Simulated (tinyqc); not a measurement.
Free and trapped electrons in a MOS channel with a dense trap tail: effect of the density of the tail at the conduction edge.

p-type body, charge-sheet picture, full ionisation (an idealisation for deep acceptors), Boltzmann statistics for free electrons. e = Ec - EF at the surface. Acceptor-like traps of density D(E) = D0 + De exp(-E/Ew) at depth E below Ec, from 0 to Eu, hold n_t = integral of D(E)/(1 + exp((e - E)/Vt)). psi = Eg - Vt ln(Nv/Na) - e; N_dep = sqrt(2 eps0 eps_r Na (psi - Vt)/q); n_f = sqrt(N_dep^2 + 2 eps0 eps_r Vt Nc exp(-e/Vt)/q) - N_dep; Vg = Vfb + psi + q (N_dep + n_t + n_f)/Cox, Cox = eps0 eox/tox.

VT is the Vg for n_f = 1e11 cm^-2; swing ln 10 n_f/(dn_f/dVg) at n_f = 1e8 cm^-2; the last three columns are for Vg = VT + 4.6 V, with free share n_f/(n_f + n_t) and field-effect mobility mf q (dn_f/dVg)/Cox; there EF is near the band edge, where Boltzmann statistics are rough.

Parameters, values chosen for the exercise; band and dielectric values close to those of 4H silicon carbide: temperature T = 300 K; band gap Eg = 3.22 eV; relative permittivity eps_r = 9.62; conduction-band density of states at T Nc = 1.7e19 cm^-3; valence-band density of states at T Nv = 2.52e19 cm^-3; relative permittivity of the insulator eox = 3.9; insulator thickness tox = 57 nm; acceptor density Na = 2.5e16 cm^-3; flat-band voltage without trapped charge Vfb = -2.74 V; constant background density of acceptor-like traps D0 = 5.3e10 cm^-2 eV^-1; decay energy of the tail Ew = 0.06 eV; depth below Ec down to which the traps reach Eu = 0.93 eV; mobility of free electrons mf = 60 cm^2/(V s).

Constants: q = 1.602176634e-19 C, kB = 1.380649e-23 J/K, Vt = kB T/q, eps0 = 8.8541878128e-14 F/cm where lengths are in cm. Results are converted to the units shown.

Effect of the density of the tail at the conduction edge:

| De (cm^-2 eV^-1) | e at VT (eV) | VT (V) | q n_t/Cox at VT (V) | swing (mV/decade) | n_f (cm^-2) | free share (%) | field-effect mobility (cm^2/(V s)) |
|---|---|---|---|---|---|---|---|
| 1e12 | 0.08326 | 2.986 | 0.1687 | 96.06 | 1.756e12 | 94.67 | 58.94 |
| 2e12 | 0.08326 | 3.036 | 0.2189 | 98.74 | 1.726e12 | 92.05 | 58.57 |
| 5e12 | 0.08326 | 3.187 | 0.3695 | 106.8 | 1.636e12 | 84.65 | 57.37 |
| 1e13 | 0.08326 | 3.438 | 0.6204 | 120.2 | 1.494e12 | 73.64 | 55.08 |
| 2e13 | 0.08326 | 3.939 | 1.122 | 146.9 | 1.244e12 | 55.97 | 49.61 |
| 4e13 | 0.08326 | 4.943 | 2.126 | 200.5 | 8.753e11 | 33.55 | 37.40 |
| 9e13 | 0.08326 | 7.452 | 4.635 | 334.4 | 4.593e11 | 12.87 | 17.60 |
| 2e14 | 0.08326 | 12.97 | 10.16 | 629.0 | 2.431e11 | 4.290 | 6.303 |

What does the table show?

As De goes from 1e12 to 2e14, VT rises from 2.99 to 13.0 V, its part due to traps rises from 0.169 to 10.2 V, the swing rises from 96.1 to 629 mV/decade and the field-effect mobility falls from 58.9 to 6.30 cm^2/(V s).

Numbers from tinyqc (`OMP_NUM_THREADS=1 python tinyqc.py 2222180 2222181 out.jsonl`; about 0.02 s on one thread of a shared Intel Xeon 2.30GHz).
